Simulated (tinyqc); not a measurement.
Electron mobility in a silicon inversion layer, empirical terms and Matthiessen rule: effect of the temperature.

Inversion layer of sheet density Ns on a uniformly doped body. The mobility terms are empirical power laws with prefactors chosen for the exercise; adding their inverses (Matthiessen) is itself an approximation.

Nc and Nv are given at 273 K and scale as (T/273 K)^1.5; Eg is fixed. ni = sqrt(Nc Nv) exp(-Eg/(2 Vt)), Eg in volts; Ndep = sqrt(2 eps0 eps_r Nb (2 Vt ln(Nb/ni) + Vsb)/q); E = q (Ndep + eta Ns)/(eps0 eps_r), in MV/cm. With t = T/(300 K): muC = Ac (Ns/1e12 cm^-2) t/(Nb/1e17 cm^-3 + Nit/1e11 cm^-2), muP = Ap E^(-1/3) t^(-1.75), muS = As E^(-gs); 1/mu is the sum of the inverses.

Parameters, values chosen for the exercise; material values close to those of silicon:

| symbol | value | unit | meaning |
|---|---|---|---|
| Eg | 1.12 | eV | band gap |
| eps_r | 11.8 |  | relative permittivity of the semiconductor |
| Nc | 2.45e19 | cm^-3 | conduction-band density of states at the reference temperature |
| Nv | 2.26e19 | cm^-3 | valence-band density of states at the reference temperature |
| Nb | 4.4e17 | cm^-3 | body doping |
| Vsb | 1 | V | reverse body bias |
| eta | 0.5 |  | weight of the inversion charge in the effective field |
| Ap | 463 | cm^2/(V s) | phonon-limited mobility at 1 MV/cm and 300 K |
| As | 620 | cm^2/(V s) | roughness-limited mobility at 1 MV/cm |
| gs | 2 |  | exponent of the roughness term |
| Ac | 2500 | cm^2/(V s) | Coulomb prefactor |
| Nit | 1.9e10 | cm^-2 | charge at the interface |
| Ns | 9.5e11 | cm^-2 | inversion density |

Constants: q = 1.602176634e-19 C, kB = 1.380649e-23 J/K, Vt = kB T/q, eps0 = 8.8541878128e-14 F/cm where lengths are in cm. Results are converted to the units shown.

Result of one run:
```
E (MV/cm)  muC (cm^2/(V s))  muP (cm^2/(V s))  muS (cm^2/(V s))  mu (cm^2/(V s))
0.5665                689.9             338.2              1932            203.1
```

Which temperature T gave this result: 160, 200, 350 or 400 K?

T = 400 K.

The whole series:
```
T (K)  E (MV/cm)  muC (cm^2/(V s))  muP (cm^2/(V s))  muS (cm^2/(V s))  mu (cm^2/(V s))
120       0.6005             207.0              2728              1719            173.0
160       0.5965             276.0              1652              1742            208.2
200       0.5922             345.0              1121              1768            229.5
250       0.5864             431.2             761.1              1803            238.8
300       0.5801             517.4             555.1              1842            233.8
350       0.5735             603.7             425.5              1885            220.4
400       0.5665             689.9             338.2              1932            203.1
450       0.5592             776.1             276.4              1982            184.8
```

As T goes from 120 to 450 K, E falls from 0.600 to 0.559 MV/cm and mu goes from 173 through a maximum of 239 (at T = 250 K among the rows listed) to 185 cm^2/(V s). The smallest term is the Coulomb one in the first row and the phonon one in the last. Coulomb scattering weakens and phonon scattering grows with T, hence the maximum. For T = 120 to 160 K dopant freeze-out and degenerate screening, left out here, matter.

Program tinyqc, `OMP_NUM_THREADS=1 python tinyqc.py 2510079 2510080 out.jsonl`; Intel Xeon 2.30GHz, shared host, one thread, about 0.01 s.
